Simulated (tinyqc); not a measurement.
# Worked calculation: nanowire ballistic transistor, top-of-the-barrier model

tinyqc, about 0.06 s, one thread, Intel Xeon 2.30GHz (shared host): `OMP_NUM_THREADS=1 python tinyqc.py 2400122 2400123 out.jsonl` Printed values are rounded.

At the top of the source barrier, states moving towards the drain are filled by the source (Fermi level 0) and states moving back by the drain (Fermi level -q Vd); nothing scatters. U is the shift of the band edge there, set by the capacitances CG, CD and CS (the total) and by the charge. Parabolic one-dimensional subbands; the source is grounded.

Inputs (values chosen for the exercise); mass and valleys close to those of gallium arsenide:
```
symbol   value  unit                                                                 meaning
T          300     K                                                             temperature
m       0.0658    m0                                                          effective mass
gv           1                                                             valley degeneracy
eox         22                                   relative permittivity of the gate insulator
tox        3.6    nm                                                     insulator thickness
d            4    nm                                                           wire diameter
dE        0.26    eV                                    offset of a second subband (0: none)
aG         0.8                                                            gate control CG/CS
aD       0.043                                                           drain control CD/CS
E0         0.3    eV  band edge at the barrier top above the source Fermi level at zero bias
Vg         0.8     V                                                            gate voltage
Vd         0.8     V                                                           drain voltage
```

Constants: q = 1.602176634e-19 C, kB = 1.380649e-23 J/K, hbar = 1.054571817e-34 J s, h = 6.62607015e-34 J s, m0 = 9.1093837015e-31 kg, Vt = kB T/q, eps0 = 8.8541878128e-14 F/cm where lengths are in cm. Results are converted to the units shown.

Range of the model: The source Fermi level lies 0.34 eV above the band edge, where a light band is no longer parabolic.

## Density of states, capacitances and charge at zero bias

N0 = gv sqrt(2 m kB T/pi)/hbar, CG = 2 pi eps0 eox/ln(1 + 2 tox/d), CS = CG/aG, n0 = n at U = 0 and Vd = 0. eta1 = -(E0 + U)/Vt, eta2 = eta1 - Vd/Vt, n = (N0/2)[F_(-1/2)(eta1) + F_(-1/2)(eta2)], F_(-1/2)(x) = (1/sqrt(pi)) int_0^infinity u^(-1/2)/(1 + exp(u - x)) du. Each F is summed over the two subbands, F(eta) + F(eta - dE/Vt), which share the mass. UL = -(aG Vg + aD Vd).

N0 = 1.192130e6 cm^-1
CG = 11.88706 pF/cm
CS = 14.85883 pF/cm
n0 = 10.87831 cm^-1
UL = -0.6744 eV

## Iteration 1: self-consistent potential at the barrier top

U at the start (U = UL) = -0.6744 eV

eta1 = -(E0 + U)/Vt, eta2 = eta1 - Vd/Vt, n = (N0/2)[F_(-1/2)(eta1) + F_(-1/2)(eta2)], F_(-1/2)(x) = (1/sqrt(pi)) int_0^infinity u^(-1/2)/(1 + exp(u - x)) du. Each F is summed over the two subbands, F(eta) + F(eta - dE/Vt), which share the mass. U(out) = UL + q (n - n0)/CS. Newton step: U(new) = U + (U(out) - U)/(1 + CQ/CS), CQ = (q/Vt) dn/d(eta1) with both F' summed; F' = dF_(-1/2)/dx.

eta1 = 14.48244
eta2 = -16.46294
n = 3.932971e6 cm^-1
U(out) = -0.6319922 eV
CQ = 1.620535 pF/cm
U after iteration 1 = -0.6361625 eV

## Iteration 2: self-consistent potential at the barrier top

As before.

eta1 = 13.00335
eta2 = -17.94204
n = 3.512487e6 cm^-1
U(out) = -0.6365262 eV
CQ = 1.922213 pF/cm
U after iteration 2 = -0.6364845 eV

## Course of the iteration: self-consistent potential at the barrier top

Stop when U changes by less than 1e-9 eV, or after 90 iterations.

Course of the iteration:
```
iteration      U (eV)  |change| (eV)
1          -0.6361625         0.0382
2          -0.6364845        3.22e-4
3          -0.6364845        2.86e-8
4          -0.6364845        < 1e-14
```

Converged in 4 iterations. The change falls from 0.038 in the first iteration to below the tolerance in the last.

## Current, mean velocity and share of the gate voltage

converged U = -0.6364845 eV

N0 = gv sqrt(2 m kB T/pi)/hbar, CG = 2 pi eps0 eox/ln(1 + 2 tox/d), CS = CG/aG, n0 = n at U = 0 and Vd = 0. eta1 = -(E0 + U)/Vt, eta2 = eta1 - Vd/Vt, n = (N0/2)[F_(-1/2)(eta1) + F_(-1/2)(eta2)], F_(-1/2)(x) = (1/sqrt(pi)) int_0^infinity u^(-1/2)/(1 + exp(u - x)) du. Each F is summed over the two subbands, F(eta) + F(eta - dE/Vt), which share the mass. I = gv (2 q^2/h) Vt [ln(1 + exp eta1) - ln(1 + exp eta2)], summed over both subbands. Mean velocity I/(q n). CQ = (q/Vt) dn/d(eta1); the band edge follows the gate as -dU/dVg = aG/(1 + CQ/CS).

eta1 = 13.01580
n = 3.516348e6 cm^-1
I = 32.09857 uA
mean velocity = 5.697488e7 cm/s
CQ = 1.919228 pF/cm
-dU/dVg = 0.7084886 eV/V

The carriers from the source are degenerate (eta1 = 13.0), and the mean velocity is 2.72 times vT = sqrt(2 kB T/(pi m)) = 2.10e7 cm/s.
